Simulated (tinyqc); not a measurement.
Worked calculation: coupled-perturbed Hartree-Fock on RHF in the sto-6g basis, for Li+, spin multiplicity 1. One step of it, computed by the program tinyqc.

Task: Response to a field: uncoupled start. Field along z; U_ai = -mu_ai / (e_a - e_i), alpha = -4 sum U_ai mu_ai.

orbital energies (hartree): MO1 -2.776764, MO2 -0.178551, MO3 -0.095909, MO4 -0.095909, MO5 -0.095909

dipole integrals <a|z|i> (bohr):
```
          i1
a2  0.000000
a3  0.000000
a4  0.000000
a5  0.191496
```

Give: uncoupled U; uncoupled polarisability.

Result:

uncoupled U:
```
        i1
a2   0.000
a3   0.000
a4   0.000
a5  -0.071
```

uncoupled polarisability = 0.055 bohr^3
